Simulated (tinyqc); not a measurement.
Binding against well width: donor or exciton in a quantum well (variational effective-mass method). Computed by tinyqc, a small Python program. Command: `OMP_NUM_THREADS=1 python tinyqc.py 3023586 3023587 out.jsonl welldonor walk`. One thread of a shared host (Intel(R) Xeon(R) Processor @ 2.30GHz), about 0.06 s of CPU time with the checks.

H = -nabla^2 - 2/|r - r_i| + V(z) in effective units; trial function psi = f(z) exp(-|r - r_i|/lambda), f the ground state of the well. Mass and screening are the same in well and barrier; l = L/a* is the width in effective units. Bands are flat: no polarisation or applied field.

Inputs (values chosen for the exercise, for a model semiconductor):
```
quantity                              value  unit
electron mass m                       0.173   m_0
dielectric constant eps                11.8     -
well width L                            4.9    nm
donor position z_i/L from the centre      0     -
```

Centre: donor. Barriers: infinite.

Constants: Ry = 13.605693123 eV; a_0 = 0.529177210903 angstrom; hbar^2/(2 m_0) = 3.80998212 eV angstrom^2.

Method:
- Ry* = Ry m/eps^2, a* = a_0 eps/m; l = L/a*.
- k = pi/l; f = cos(k z) inside and zero outside; subband energy k^2 Ry*.
- Binding E_b(lambda) = -1/lambda^2 + 4 A/(lambda B), with A = int f^2 exp(-2 s/lambda) dz, B = int f^2 exp(-2 s/lambda)(1 + 2 s/lambda) dz and s = |z - z_i|; 40 Gauss-Legendre points on each piece between the walls at z = -l/2 and l/2 and z_i.
- Each row maximises over lambda (golden section, 0.3 to 4).

a* = 3.60942 nm

Ry* = 16.9045 meV

Against width:
```
L (nm)  lambda (a*)  binding (Ry*)  binding (meV)
0.73         0.5977         3.3076         55.913
1.50         0.6724         2.8802         48.689
2.70         0.7596         2.4648         41.666
4.90         0.8693         2.0313         34.338
8.80         0.9809         1.6436         27.784
16.00        1.0554         1.3307         22.495
```

The binding is largest in the narrowest well, 3.308 Ry* at 0.73 nm, on the way to 4. In the widest well it is 1.331 Ry*. In the narrow rows the confinement energy passes real barrier heights: infinite walls and a parabolic band fail, and with real barriers the binding peaks and falls.

Extremes, crossings and ranges named in words are read from the listed rows.
